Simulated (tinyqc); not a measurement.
Worked calculation: conductance of a narrow metal strip with scatterers (square lattice, Green functions). Values are carried at full precision from step to step, so a last printed digit may differ when a step is redone from the rounded ones.

A strip of W sites across with hard walls, site energy 0 and hopping -t. Mode n = 1 to W has profile chi_n(j) = sqrt(2/(W + 1)) sin(n j pi/(W + 1)) and energy en = -2t cos(n pi/(W + 1)); E = en - 2t cos(kn a). With z_n = exp(i kn a) (Im k > 0 for closed modes, |z| < 1) each lead gives the self-energy -t z_n in mode n. One column carries the site energies v, here a notch at the edge (a site raised out of reach). In the mode basis V_nm = sum_j chi_n(j) v_j chi_m(j), G = (E - en + 2 t z_n - V)^-1, and t_nm = 2t sqrt(sin(kn a) sin(km a)) G_nm in size for open modes. T = sum |t_nm|^2, conductance (2e^2/h) T.

Constants: e^2/h = 3.874045865e-05 S.

Values chosen for the exercise (hopping and spacing of the size met in Cu or Al; the lattice is a model; shifted at random, so the results belong to these values and not to a real crystal): t = 1.14 eV (hopping); a = 2.87 angstrom (spacing); W = 4 (sites across); E = -1.21 eV (Fermi energy); v = (50, 0, 0, 0) eV (site energies in the scattering column).

## Modes at the Fermi energy

For each n: en, cos(kn a) = (en - E)/(2t), z_n and the velocity 2 t a sin(kn a) (zero if closed).

Modes:

| n | en (eV) | cos(k a) | z | dE/dk (eV angstrom) |
|---|---|---|---|---|
| 1 | -1.8446 | -0.27832 | -0.27832+0.96049i | 6.2851 |
| 2 | -0.7046 | 0.22168 | 0.22168+0.97512i | 6.3808 |
| 3 | 0.7046 | 0.83972 | 0.83972+0.54302i | 3.5533 |
| 4 | 1.8446 | 1.33972 | 0.44818 | 0.0000 |

3 of 4 modes are open, so the clean strip has a resistance of 4302 ohm, whatever its length.

## The scatterer in the mode basis

Form V_nm.

V (eV), lower triangle:
```
         n=1      n=2      n=3     n=4
n=1   6.9098
n=2  11.1803  18.0902
n=3  11.1803  18.0902  18.0902
n=4   6.9098  11.1803  11.1803  6.9098
```

A single site couples every mode that has amplitude on it.

## Green function and transmission

E - en + 2 t z_n = 2t (z_n - cos(kn a)). Invert, form |t_nm|^2 = (2t)^2 Im(z_n) Im(z_m) |G_nm|^2 and sum. The added resistance is 1/(2 (e^2/h) T) less the same for the clean strip.

G (1/eV):
```
                 n=1              n=2              n=3              n=4
n=1  -0.0092-0.4026i  -0.0146+0.0862i  -0.0263+0.1547i   0.0582+0.0099i
n=2  -0.0146+0.0862i  -0.0233-0.3125i  -0.0419+0.2466i   0.0928+0.0158i
n=3  -0.0263+0.1547i  -0.0419+0.2466i  -0.0752-0.3649i   0.1667+0.0283i
n=4   0.0582+0.0099i   0.0928+0.0158i   0.1667+0.0283i  -0.4813-0.0627i
```

|t_nm|^2, lower triangle:
```
        n=1     n=2     n=3  n=4
n=1  0.7776
n=2  0.0372  0.4853
n=3  0.0668  0.1722  0.2127
n=4       0       0       0    0
```

T = 2.0280
added resistance = 2062 ohm

Mode 3 passes least (0.452) and mode 1 most (0.882); 27.2 % of the transmitted flux changes mode.

## Checks

- Transmitted plus reflected flux against the number of open modes: both 3.00000.

(tinyqc, `OMP_NUM_THREADS=1 python tinyqc.py 1451210 1451211 out.jsonl`, Intel(R) Xeon(R) Processor @ 2.30GHz, 1 thread, shared host, about 0.01 s.)
